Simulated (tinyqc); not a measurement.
Deformation potentials from a strained empirical pseudopotential: sweeps and comparisons. A value that a table varies takes the place of the one given here.

Diamond lattice, no spin-orbit coupling. Atomic form factor V(q) = a1 (q^2 - a2)/(a3 exp(a4 q^2) - 1) in rydberg with q in 1/bohr, for the unstrained cell. Under a strain e the reciprocal vectors and k go over into (1 + e)^(-1) G, the atoms sit at +/- tau with tau = (1 + e) a (1,1,1)/8 - zeta a (eyz, ezx, exy)/4, and H(G,G') = c |k + G|^2 delta + (V(q)/det(1 + e)) cos(q.tau), q = G - G', with the term q = 0 left out; c = hbar^2/2m0. The basis is fixed before straining: all G with |k + G|^2 up to 16 (2 pi/a)^2. k is given in units of 2 pi/a of the unstrained cell.

Constants: hbar^2/2m0 = 3.80998211 eV angstrom^2; Ry = 13.60569312 eV; a0 (Bohr radius) = 0.5291772105 angstrom.

Parameters, chosen for this exercise (near those of Si; not measured data):
```
symbol  value                         unit      meaning
a       5.423                         angstrom  lattice constant
A       (0.541, 2.168, 2.048, 0.483)            a1 (Ry bohr^2), a2 (1/bohr^2), a3, a4 (bohr^2)
h       0.005                                   size of the test strain
kD      0.82                          2 pi/a    position of the Delta minimum
a1      0.541
a2      2.168
a3      2.048
a4      0.483
```

## The internal displacement

Xu of L (level 5, the lowest empty one) and d from exy = eyz = ezx = h for several zeta: Xu = [E(L [111]) - E(L [1-1-1])]/((8/3) h), d = (single valence level - pair)/(3 sqrt(3) h). zeta = 0 strains the bonds with the lattice; zeta = 1 keeps all four bond lengths equal to first order.

Results:
```
zeta,Xu (L) (eV),d (eV)
0.00,11.27,0.71
0.25,11.58,-1.62
0.50,11.91,-3.95
0.60,12.04,-4.88
0.75,12.26,-6.28
1.00,12.63,-8.60
```

From zeta = 0 to 1, d goes from 0.71 to -8.60 eV and Xu (L) from 11.27 to 12.63 eV, both nearly linearly: the displacement is an optical-phonon mode, and d = d(0) - zeta d0/4 gives its deformation potential d0 = 37 eV. Leaving the relaxation out (zeta = 0 for 0.5) moves d by +4.66 eV, which reverses its sign, and Xu (L) by -0.64 eV. Tetragonal strain has no such freedom.

## Size of the test strain

e = diag(-h/2, -h/2, h). Xu = [E(Delta z) - E(Delta x)]/(1.5 h) at fixed kD, b = [E(Z) - E(X, Y)]/(4.5 h); one-sided from +h alone, central from +h and -h.

Results (eV):
```
h,Xu one-sided,Xu central,b one-sided,b central
0.0010,8.023,8.028,-3.307,-3.303
0.0025,8.016,8.029,-3.314,-3.303
0.0050,8.003,8.029,-3.324,-3.303
0.0100,7.978,8.030,-3.344,-3.304
0.0200,7.930,8.034,-3.385,-3.304
0.0300,7.885,8.041,-3.427,-3.306
```

From h = 0.001 to 0.03 the one-sided Xu drifts by -0.138 eV and the central one by +0.012 eV; for b the drifts are -0.119 and -0.002 eV. The central difference cancels the term of second order in the strain, so its error goes as h^2. At h = 0.02 the linear law errs by 1.2 % for the valley splitting and 2.5 % for the valence splitting.

## What each parameter of the potential does

Gaps from the valence top to level 8 at Gamma and level 5 at (kD,0,0) and L, and their deformation potentials [E(+h) - E(-h)]/(3 ln((1 + h)/(1 - h))) for e = +/- h 1, h = 0.002. The row for the lattice constant keeps V(q) without the volume factor, so it is not a strain. Each row changes one parameter from the base and keeps the others.

Results:
```
case,Gamma (eV),Delta (eV),L (eV),potential Gamma (eV),potential Delta (eV),potential L (eV)
base,4.388,1.181,2.142,-8.96,2.67,-1.94
a = 5.477 angstrom,4.258,1.474,2.243,-9.25,2.35,-2.13
a1 = 0.536,4.344,1.113,2.092,-8.88,2.68,-1.93
a2 = 2.146,4.501,1.104,2.144,-8.88,2.72,-1.91
a3 = 2.028,4.438,1.274,2.207,-9.05,2.68,-1.95
a4 = 0.478,4.486,1.270,2.220,-9.13,2.59,-2.02
```

The largest shifts from the base row, up to three for each result and ties (the steps differ in size, so this ranks the rows, not the parameters). Gamma (eV): a -0.130, a2 +0.113, a4 +0.098. Delta (eV): a +0.293, a3 +0.093, a4 +0.089. L (eV): a +0.101, a4 +0.078, a3 +0.065. potential Gamma (eV): a -0.30, a4 -0.17, a3 -0.09. potential Delta (eV): a -0.32, a4 -0.08, a2 +0.05. potential L (eV): a -0.19, a4 -0.08, a2 +0.04.

Computed by tinyqc, a small Python program: `OMP_NUM_THREADS=1 python tinyqc.py 1850693 1850694 out.jsonl` (the numbers bound the seed that draws the inputs); one thread of a shared host (Intel(R) Xeon(R) Processor @ 2.30GHz), about 0.2 s for the whole set of steps.
